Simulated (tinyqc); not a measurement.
## Mobility and threshold from two currents

Question. In the linear region I = mu Cox (W/L) [(Vgs - VT) Vds - m Vds^2/2], Cox = eps0 eox/tox. Find mu and VT.

Inputs (values chosen for the exercise):
- eox = 24.3 (relative permittivity of the gate insulator)
- tox = 110 nm (insulator thickness)
- W = 1 um (gate width)
- L = 2 um (gate length)

Constants: eps0 = 8.8541878128e-14 F/cm where lengths are in cm. Results are converted to the units shown.

I at Vgs = 4.06 and 4.56 V, Vds = 0.05 V (uA): 0.40906216  0.99585333
m = 2.1068736

Solution. The slope dI/dVgs is mu Cox (W/L) Vds; the line meets zero current at VT + m Vds/2.

mu = 240 cm^2/(V s)
VT = 3.66 V

tinyqc, about 0.03 s, one thread, Intel Xeon 2.30GHz (shared host): `OMP_NUM_THREADS=1 python tinyqc.py 2360096 2360097 out.jsonl`
